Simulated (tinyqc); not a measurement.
Inside a calculation: special k points of the fcc lattice. Values are carried at full precision from step to step, so a last printed digit may differ when a step is redone from the rounded ones.

Lattice vectors in units of a: a1 = (0, 1/2, 1/2), a2 = (1/2, 0, 1/2), a3 = (1/2, 1/2, 0); reciprocal vectors b_i with a_i . b_j = 2 pi delta_ij. Mesh: k = sum_i f_i b_i with f_i = (2 j_i + shift)/(2 N), j_i = 0 .. N-1. The point group of the lattice has 48 operations; only those that map the mesh onto itself are used.

Inputs chosen for the exercise (the lattice of Si, GaAs, Cu and Al; shifted at random, so the results belong to these values and not to a real crystal): N = 3 (points along each reciprocal vector); shift = 0 (half steps); D = 1.7 eV (half gap term); t = 0.27 eV (coupling); e0 = 1.08 eV (offset).

## Irreducible points and weights

Join points that an operation carries into one another (modulo reciprocal vectors); list each class by its first point in the order of (j1, j2, ...).

Irreducible points:
```
f1          f2      f3  weight
0.0000  0.0000  0.0000       1
0.0000  0.0000  0.3333       8
0.0000  0.3333  0.3333       6
0.0000  0.3333  0.6667      12
```

operations that keep the mesh = 48
irreducible points = 4

The weights add up to 27 = N^3; symmetry saves a factor 6.8.

## Which stars the mesh integrates

A_m(k) = sum over the m-th star of lattice vectors R of cos(k . R), stars in order of length: m = 1: |R|^2 = 0.5, 12 vectors, such as (1, 0, 0) in the basis a_i; m = 2: |R|^2 = 1, 6 vectors, such as (1, 1, -1) in the basis a_i; m = 3: |R|^2 = 1.5, 24 vectors, such as (2, 0, -1) in the basis a_i; m = 4: |R|^2 = 2, 12 vectors, such as (2, 0, 0) in the basis a_i; m = 5: |R|^2 = 2.5, 24 vectors, such as (2, 1, -1) in the basis a_i; m = 6: |R|^2 = 3, 8 vectors, such as (3, -1, -1) in the basis a_i. The zone mean of every A_m is zero.

Lattice vectors in units of a: a1 = (0, 1/2, 1/2), a2 = (1/2, 0, 1/2), a3 = (1/2, 1/2, 0); f are fractions of the reciprocal vectors. Evaluate the first six A_m at each irreducible point (k . R = 2 pi sum f_i n_i) and form the weighted means.

A_m at the points, rows 1, 2, 3, 4; columns m=1, m=2, m=3, m=4, m=5, m=6:
```
[[12.000, 6.000, 24.000, 12.000, 24.000, 8.000],
 [3.000, -3.000, -3.000, 3.000, -12.000, -1.000],
 [0.000, 3.000, -12.000, 0.000, 12.000, -4.000],
 [-3.000, 0.000, 6.000, -3.000, 0.000, 2.000]]
```

weighted means: m=1 0.000, m=2 0.000, m=3 0.000, m=4 0.000, m=5 0.000, m=6 0.000

All six means vanish: the mesh is exact for functions whose Fourier series ends within these stars.

## A zone average from the irreducible points

Test function, the lower band of a two-band insulator: E(k) = -sqrt(D^2 + (e0 - t A_1(k))^2).

Lattice vectors in units of a: a1 = (0, 1/2, 1/2), a2 = (1/2, 0, 1/2), a3 = (1/2, 1/2, 0). Evaluate E at each point and take the weighted mean; the reference uses the unshifted mesh with N = 24.

E at the points (eV): [-2.7487, -1.7213, -2.0141, -2.5421]

weighted mean = -2.1892 eV
reference mean = -2.1962 eV

The error is +7.03 meV with 4 points.

## Checks

- Weighted mean over irreducible points against the plain mean over the whole mesh (eV): both -2.189196.
- Reference mean against a mesh of N = 30 (eV): both -2.1962.

tinyqc: `OMP_NUM_THREADS=1 python tinyqc.py 1680772 1680773 out.jsonl`; about 0.1 s, one thread, shared Intel(R) Xeon(R) Processor @ 2.30GHz.
